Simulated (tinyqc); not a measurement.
Inside a calculation. Model: surface Green function of a square-lattice strip three rows wide, Sancho-Rubio decimation.

tinyqc, about 0.05 s, one thread, Intel Xeon 2.30GHz (shared host): `OMP_NUM_THREADS=1 python tinyqc.py 2680034 2680035 out.jsonl` Printed values are rounded.

A semi-infinite lead of cells 0, 1, 2, ... with H0 inside a cell and H1 = <cell i|H|cell i + 1>. A cell is one column of three sites. z = E + i eta.

Values chosen for this exercise:
- t = 2.7 eV (hopping along the strip)
- ty = 3.07 eV (hopping across the strip)
- u = [0.18, 1.41, -1.45] eV (site energies of the three rows)
- E = 9.64 eV (energy)
- eta = 1e-9 eV (broadening)

## The blocks

Read off from the list of hoppings.

H0 (eV):
```
       1      2      3
1   0.18  -3.07      0
2  -3.07   1.41  -3.07
3      0  -3.07  -1.45
```

H1 (eV):
```
      1     2     3
1  -2.7     0     0
2     0  -2.7     0
3     0     0  -2.7
```

## Round 1: decimation

Start with e_s = e = H0, a = H1, b = H1^dagger. Each round: g = (z - e)^(-1); e_s <- e_s + a g b; e <- e + a g b + b g a; a <- a g a; b <- b g b (all with the old a, b). Round k joins cells 2^k apart.

g (1/eV):
```
                     1                    2                    3
1   0.122205+0.000000i  -0.050835+0.000000i   0.014072+0.000000i
2  -0.050835+0.000000i   0.156645+0.000000i  -0.043363+0.000000i
3   0.014072+0.000000i  -0.043363+0.000000i   0.102175+0.000000i
```

e_s after round 1 (eV):
```
                   1                  2                  3
1   1.07088+0.00000i  -3.44059+0.00000i   0.10259+0.00000i
2  -3.44059+0.00000i   2.55194+0.00000i  -3.38612+0.00000i
3   0.10259+0.00000i  -3.38612+0.00000i  -0.70514+0.00000i
```

e after round 1 (eV):
```
                   1                  2                  3
1   1.96176+0.00000i  -3.81118+0.00000i   0.20518+0.00000i
2  -3.81118+0.00000i   3.69389+0.00000i  -3.70224+0.00000i
3   0.20518+0.00000i  -3.70224+0.00000i   0.03972+0.00000i
```

a after round 1 (eV):
```
                   1                  2                  3
1   0.89088+0.00000i  -0.37059+0.00000i   0.10259+0.00000i
2  -0.37059+0.00000i   1.14194+0.00000i  -0.31612+0.00000i
3   0.10259+0.00000i  -0.31612+0.00000i   0.74486+0.00000i
```

b after round 1 (eV):
```
                   1                  2                  3
1   0.89088+0.00000i  -0.37059+0.00000i   0.10259+0.00000i
2  -0.37059+0.00000i   1.14194+0.00000i  -0.31612+0.00000i
3   0.10259+0.00000i  -0.31612+0.00000i   0.74486+0.00000i
```

## Round 2: decimation

As before.

g (1/eV):
```
                     1                    2                    3
1   0.231249+0.000000i  -0.199104+0.000000i   0.081724+0.000000i
2  -0.199104+0.000000i   0.392745+0.000000i  -0.155713+0.000000i
3   0.081724+0.000000i  -0.155713+0.000000i   0.165959+0.000000i
```

e_s after round 2 (eV):
```
                   1                  2                  3
1   1.46834+0.00000i  -3.98103+0.00000i   0.34918+0.00000i
2  -3.98103+0.00000i   3.41253+0.00000i  -3.79563+0.00000i
3   0.34918+0.00000i  -3.79563+0.00000i  -0.47265+0.00000i
```

e after round 2 (eV):
```
                   1                  2                  3
1   2.75669+0.00000i  -4.89206+0.00000i   0.69836+0.00000i
2  -4.89206+0.00000i   5.41506+0.00000i  -4.52127+0.00000i
3   0.69836+0.00000i  -4.52127+0.00000i   0.50470+0.00000i
```

a after round 2 (eV):
```
                     1                    2                    3
1   0.397465+0.000000i  -0.540440+0.000000i   0.246592+0.000000i
2  -0.540440+0.000000i   0.860585+0.000000i  -0.409514+0.000000i
3   0.246592+0.000000i  -0.409514+0.000000i   0.232492+0.000000i
```

b after round 2 (eV):
```
                     1                    2                    3
1   0.397465+0.000000i  -0.540440+0.000000i   0.246592+0.000000i
2  -0.540440+0.000000i   0.860585+0.000000i  -0.409514+0.000000i
3   0.246592+0.000000i  -0.409514+0.000000i   0.232492+0.000000i
```

## Course of the decimation

Stop when the largest entry of a and b is below 1e-12 eV, or after 20 rounds. The last column is -Im Tr (z - e_s)^(-1)/pi. At the end g_s = (z - e_s)^(-1), and the bulk Green function is (z - e)^(-1).

Course of the iteration:
```
round  largest |a|, |b| (eV)  surface density of states (1/eV)
1                       1.14                       4.65610e-11
2                      0.861                       3.31243e-10
3                       1.05                       1.82068e-10
4                      0.781                       5.59129e-10
5                       3.69                        1.63481e-9
6                       1.89                        2.19033e-9
7                       1.04                        2.93908e-9
8                      0.783                        8.51444e-9
9                       3.14                        2.41683e-8
10                      1.62                        3.16526e-8
11                     0.923                        4.49523e-8
12                     0.855                        2.48825e-7
13                      1.02                        1.87188e-7
14                     0.786                        5.62636e-7
15                      2.62                        1.39495e-6
16                      1.37                        1.80329e-6
17                     0.833                        2.91022e-6
18                      1.16                        1.02812e-4
19                     0.781                        1.67335e-5
20                      3.93                        5.56397e-5
```

Not converged within 20 rounds: the couplings a and b do not shrink, and the surface density of states is at most 1.028e-4 1/eV over the last five rounds, as for a finite cluster with sharp levels. E lies inside a band (1 open mode(s)), and 20 rounds reach 2^20 cells, too few for eta = 1e-9 eV to damp the waves. A rerun with more rounds converges at round 37, to a density of states of 0.05626 1/eV; a rerun with eta = 0.001 eV converges at round 17 and gives 0.05625 1/eV.
